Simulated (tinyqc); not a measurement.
Donor level screened by free carriers (Yukawa potential), step by step. Values are carried at full precision from step to step, so a last printed digit may differ when a step is redone from the rounded ones.

Screening wave number: Debye ks^2 = 4 pi q n/(eps kB T); Thomas-Fermi ks^2 = 6 pi q n/(eps EF) with EF = c (3 pi^2 n/gv)^(2/3)/m, c = hbar^2/2m0; the two are joined by 1/ks^2 = sqrt(1/ks_D^4 + 1/ks_TF^4). 1e18/cm^3 = 1e-6/angstrom^3, q = e^2/(4 pi eps0).

Constants: e^2/(4 pi eps0) = 14.39964547 eV angstrom; kB = 8.617333262e-05 eV/K; hbar^2/2m0 = 3.80998211 eV angstrom^2; Ry = 13.60569312 eV; a0 (Bohr radius) = 0.5291772105 angstrom.

Parameters, chosen for this exercise (near those of a donor in 4H SiC, with one mean mass; not measured data):
- m = 0.391 m0 (mass)
- eps = 9.5 (dielectric constant)
- gv = 3 (valleys)
- T = 400 K (temperature)
- n = 0.42 x 1e18/cm^3 (free-carrier density)

## Units and screening length

Give Ry* = Ry m/eps^2, a* = a0 eps/m, EF, the three values of ks, and x = ks a*.

Ry* = 58.945 meV
a* = 12.86 angstrom
EF = 2.51 meV

ks: Debye, Thomas-Fermi, joined (1/angstrom): 0.01523  0.06908  0.01523

x = 0.1958

EF/kB T = 0.07, so the Debye value, the smaller one, controls the screening.

## One-parameter trial function

Potential -(q/(eps r)) exp(-ks r), q = e^2/(4 pi eps0). In units Ry* = Ry m/eps^2 and a* = a0 eps/m the problem is [-Laplacian - 2 exp(-x r)/r] psi = E psi with x = ks a*.

For exp(-z r): E(z) = z^2 - 8 z^3/(2z + x)^2 in Ry*. Scan z = 0.5, 0.6, ..., 1.1, then minimise; first order gives -1 + 2x.

Scan (Ry*):
```
z    kinetic  potential        E
0.5   0.2500    -0.6994  -0.4494
0.6   0.3600    -0.8870  -0.5270
0.7   0.4900    -1.0776  -0.5876
0.8   0.6400    -1.2702  -0.6302
0.9   0.8100    -1.4642  -0.6542
1.0   1.0000    -1.6593  -0.6593
1.1   1.2100    -1.8552  -0.6452
```

best z = 0.977
E = -0.6598 Ry*
binding = 38.89 meV

First order in x would give -0.608 Ry*, a rigid shift by q ks/eps; it overstates the loss of binding by 0.051 Ry*.

## Converged levels

Converged values use 18 functions exp(-z r), z = 1.55^i, i = -11 to 6: S = 2/A^3, H = z_i z_j S - 2/(A + x)^2, A = z_i + z_j.

The 1s and 2s levels and the mean radius.

1s = -0.6600 Ry*
binding = 38.90 meV
<r> = 19.9 angstrom
second root = -0.0263 Ry*

The trial function misses by 0.0001 Ry*. Screening leaves 66 % of the bare binding, 1.13 kB T. 2s is still bound.

## Checks

- 1s at x = 0.5 against the known -0.29623 Ry*: both -0.29623.
- 1s at x = 0 against -1: both -1.00000.

Program tinyqc; command `OMP_NUM_THREADS=1 python tinyqc.py 1251794 1251795 out.jsonl`; about 0.01 s on one thread of a shared Intel(R) Xeon(R) Processor @ 2.30GHz.
